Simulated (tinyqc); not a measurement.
Permittivity and interface capacitance from two thicknesses.

Problem. 1/C = t/(eps0 ek) + 2/ci for planar capacitors that differ only in thickness. Find ek, ci and the EOT of the interfaces, 2 x 3.9 eps0/ci.

Constants: eps0 = 8.8541878128e-14 F/cm where lengths are in cm. Results are converted to the units shown.

C at t = 3.7 and 11 nm (uF/cm^2): 1.6053342  0.54112903

Solution. 1/C is a straight line in t: the slope gives ek and the intercept 2/ci. A single thickness would give only the effective permittivity; when the interfaces are a small part of 1/C, ci needs very accurate data.

ek = 6.73
ci = 1.00e3 uF/cm^2
EOT of the interfaces = 0.00691 nm

tinyqc, about 0.01 s, one thread, Intel Xeon 2.30GHz (shared host): `OMP_NUM_THREADS=1 python tinyqc.py 2102073 2102074 out.jsonl`
